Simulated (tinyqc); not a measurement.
Full result against the linear law: strain, valley repopulation and piezoresistance in a many-valley conduction band. Computed by tinyqc, a small Python program. Command: `OMP_NUM_THREADS=1 python tinyqc.py 3010712 3010713 out.jsonl valleys walk`. One thread of a shared host (Intel(R) Xeon(R) Processor @ 2.30GHz), about 0.02 s of CPU time with the checks.

Valleys are ellipsoids with mass m_l along the axis a and m_t across it, parabolic, with one constant relaxation time; strain shifts the valleys and leaves the masses alone. Currents are taken along [110], along the load, and along [001], across the load.

Inputs (values chosen for the exercise, modelled on silicon): longitudinal mass m_l = 0.905 m_0; transverse mass m_t = 0.191 m_0; shear deformation potential Xi_u = 9.44 eV; dilation deformation potential Xi_d = 1.1 eV; C11 = 165 GPa; C12 = 63.5 GPa; C44 = 79.7 GPa; electron density n = 1.1e+16 1/cm^3; relaxation time tau = 220 fs; temperature T = 150 K.

Valley axes: <100> (6 valleys in 3 pairs). Load: uniaxial [110].

Constants: k_B = 8.617333262e-05 eV/K; m_0 = 9.1093837015e-31 kg; k_B = 1.380649e-23 J/K; hbar = 1.054571817e-34 J s; e = 1.602176634e-19 C.

Method:
- Each of the 6 valleys holds n_v = N_v (2/sqrt(pi)) F_1/2((E_F - dE_v)/(k_B T)), N_v = 2 (m_d k_B T/(2 pi hbar^2))^(3/2), m_d = (m_l m_t^2)^(1/3); E_F solves sum n_v = n and is counted from the unstrained edge.
- F_j(eta) = int_0^infinity x^j/(1 + exp(x - eta)) dx, without a gamma-function factor. It is evaluated after integrating by parts.
- Integrals over x = E/(k_B T) use 160 Gauss-Legendre points in u = sqrt(x) from 0 to sqrt(max(eta, 0) + 32).
- With eta_0 the reduced Fermi level without strain, r = F_-1/2(eta_0)/(2 F_1/2(eta_0)) (1 for a classical gas) and c = r (Xi_u/k_B T) (m_l - m_t)/(2 m_l + m_t): pi11 = -(2/3) c (S11 - S12), pi12 = -pi11/2, pi44 = 0, with S11 - S12 = 1/(C11 - C12).
- Compliances S11 = (C11 + C12)/((C11 - C12)(C11 + 2 C12)), S12 = -C12/((C11 - C12)(C11 + 2 C12)), S44 = 1/C44; stress sigma_ij = X n_i n_j for the unit vector n of the load; e_xx = S11 sigma_xx + S12 (sigma_yy + sigma_zz), e_xy = S44 sigma_xy/2 (tensor strain).
- Herring-Vogt shift of a valley with unit axis a: dE = Xi_d tr(e) + Xi_u a.e.a.
- Mobility tensor mu = e tau sum_v (n_v/n) [1/m_t + (1/m_l - 1/m_t) a a^T]; unstrained mu_0 = e tau (1/m_l + 2/m_t)/3; resistivity along d from the inverse tensor, rho_d = d.mu^-1.d/(n e), mobility along d = 1/(d.mu^-1.d); gauge pi_d = (rho_d/rho_0 - 1)/X.
- Linear theory: pi_l = (pi11 + pi12 + pi44)/2, pi_t = pi12 along [001].

pi11 = -171.091 1e-11/Pa

pi12 = 85.5455 1e-11/Pa

pi44 = 0 1e-11/Pa

Resistance changes (%); at 2000 MPa the strain is near or above 1 %, where band warping, left out here, matters:
```
X (MPa)  splitting (meV)  largest share  first direction   linear  second direction   linear
-2000             93.005        0.49981           21.686   85.545            -26.28  -171.09
-1000             46.502        0.49324           20.653   42.773            -25.50   -85.55
-400              18.601        0.44698           13.850   17.109            -19.57   -34.22
-150               6.975        0.38714            6.111    6.416            -10.33   -12.83
-50                2.325        0.35268            2.115    2.139             -3.98    -4.28
50                 2.325        0.37441           -2.151   -2.139              4.60     4.28
150                6.975        0.46164           -6.426   -6.416             15.92    12.83
400               18.601        0.67815          -15.580  -17.109             58.51    34.22
1000              46.502        0.94801          -24.755  -42.773            192.39    85.55
2000              93.005        0.99850          -26.255  -85.545            247.27   171.09
```

Along the first direction the linear law holds within 10 % for 5 of the 10 stresses, at -150, -50.0, 50.0, 150, 400 MPa. At the largest compression the full change is +21.7 % against the linear +85.5 %, at the largest tension -26.3 % against -85.5 %: once the splitting is comparable with k_B T (or E_F) the populations no longer follow it linearly, and the change must saturate when the upper valleys are empty.

Extremes, crossings and ranges named in words are read from the listed rows.
